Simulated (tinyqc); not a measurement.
Band edges of strained Si(1-x)Ge(x) on relaxed Si(1-y)Ge(y), step by step. Values are carried at full precision from step to step, so a last printed digit may differ when a step is redone from the rounded ones.

Values are linear in the Ge fraction but for ED(x) = linear - CD x (1 - x) and a(x) = linear - Ca x (1 - x). Energies are on the common scale of Ev.

Values chosen for the exercise (end members near Si and Ge, in this order; not measured data):
- a = (5.435, 5.662) angstrom (lattice constant)
- Dso = (0.044, 0.29) eV (spin-orbit splitting)
- av = (2.47, 1.22) eV (valence hydrostatic potential)
- b = (-2.12, -2.56) eV (tetragonal shear potential)
- d = (-4.75, -5.25) eV (trigonal shear potential)
- C11 = (166.9, 128.8) GPa
- C12 = (63, 48.1) GPa
- C44 = (80.8, 65.9) GPa
- Ev = (0, 0.7) eV (top of the unstrained valence band)
- ED = (1.159, 0.932) eV (gap to the Delta valleys)
- EL = (2.025, 0.734) eV (gap to the L valleys)
- aD = (1.85, 1.3) eV (hydrostatic potential of the Delta gap)
- aL = (-3.07, -3.05) eV (hydrostatic potential of the L gap)
- XuD = (8.98, 9.25) eV (uniaxial potential, Delta)
- XuL = (15.94, 15.02) eV (uniaxial potential, L)
- CD = 0.214 eV (bowing of the Delta gap)
- Ca = 0.024 angstrom (bowing of the lattice constant)
- x = 0 (Ge fraction of the layer)
- y = 0.29 (Ge fraction of the relaxed buffer)
- face = 001 (growth face)

## Values of the layer and the buffer

Interpolate at x and at y.

Interpolated values (a in angstrom, C11, C12, C44 in GPa, all else in eV):
```
symbol     layer    buffer
a         5.4350    5.4959
Dso       0.0440    0.1153
av        2.4700    2.1075
b        -2.1200   -2.2476
d        -4.7500   -4.8950
C11     166.9000  155.8510
C12      63.0000   58.6790
C44      80.8000   76.4790
Ev        0.0000    0.2030
ED        1.1590    1.0491
EL        2.0250    1.6506
aD        1.8500    1.6905
aL       -3.0700   -3.0642
XuD       8.9800    9.0583
XuL      15.9400   15.6732
```

## Strain of the layer on a (001) buffer

Coherent growth on a (001) face: e_par = (a(y) - a(x))/a(x), e_perp = -2 (C12/C11) e_par; exx = eyy = e_par, ezz = e_perp, no shear.

Use the elastic constants of the layer.

e_par = 0.011203
e_perp = -0.008458

strain tensor in the cubic axes:
```
          x         y          z
x  0.011203  0.000000   0.000000
y  0.000000  0.011203   0.000000
z  0.000000  0.000000  -0.008458
```

The layer is under tension in the plane; its volume changes by +1.395 %.

## Conduction valleys of the layer

A valley with unit axis u lies at Ev + gap + (av + a_valley) tr(e) + Xu (u.e.u - tr(e)/3); the Delta axes are x, y, z and the L axes [111], [1-1-1], [-11-1], [-1-11]. The second-order shift of the Delta valleys under shear is left out; it lowers the pair normal to the sheared plane by tens of meV at a shear of 1 %.

Give the hydrostatic shifts, the uniaxial shifts and the edges.

hydrostatic shifts of Delta and L (eV): 0.0603  -0.0084

uniaxial shifts (eV): Delta x 0.0589, Delta y 0.0589, Delta z -0.1177, L [111] 0.0000, L [1-1-1] 0.0000, L [-11-1] 0.0000, L [-1-11] 0.0000

valley edges (eV): Delta x 1.2781, Delta y 1.2781, Delta z 1.1016, L [111] 2.0166, L [1-1-1] 2.0166, L [-11-1] 2.0166, L [-1-11] 2.0166

The lowest set is Delta2 (the digit counts whole valleys) at 1.1016 eV; the Delta valleys spread over 177 meV and the L valleys over 0 meV.

## Valence edges of the layer

Valence edges: Ev plus the levels of the 6 x 6 matrix of X, Y, Z times spin with -Dso/3 + l exx + m (eyy + ezz) on the diagonal (cyclic), n exy off it, l = av + 2 b, m = av - b, n = sqrt(3) d. Spin-orbit term (Dso/3) L.sigma on X, Y, Z with (L_k)_ij = -i epsilon_kij: <X+|H|Y+> = -i Dso/3, <X+|H|Z-> = Dso/3, <Y+|H|Z-> = -i Dso/3, <Z+|H|X-> = -Dso/3, <Z+|H|Y-> = i Dso/3, <X-|H|Y-> = i Dso/3, and their conjugates; + and - are the spin along z.

Give the strain block and the three twofold edges.

strain block (eV), lower triangle:
```
         X        Y       Z
X  -0.0072
Y        0  -0.0072
Z        0        0  0.1178
```

edges from the top (eV): 0.1062  -0.0072  -0.0396

The top two edges are split by 113 meV.

## Gap and offsets against the buffer

Buffer: Ev(y) and Ec = Ev(y) + min(ED, EL). dEc = Ec(buffer) - Ec(layer), dEv = Ev(layer) - Ev(buffer); positive values confine the carrier in the layer; type I if both have one sign.

gap of the strained layer = 0.9954 eV
gap of the buffer = 1.0491 eV
dEc = 0.1506 eV
dEv = -0.0968 eV

Type II: electrons collect in the layer (151 meV) and holes in the buffer (97 meV). The relaxed layer would have a gap of 1.159 eV, so strain has moved it by -164 meV.

## Checks

- Mean of the three Delta edges against the hydrostatic shift alone (eV): both 1.21926.

Computed by tinyqc, a small Python program: `OMP_NUM_THREADS=1 python tinyqc.py 1051426 1051427 out.jsonl` (the numbers bound the seed that draws the inputs); one thread of a shared host (Intel(R) Xeon(R) Processor @ 2.30GHz), about 0.02 s for the whole set of steps.
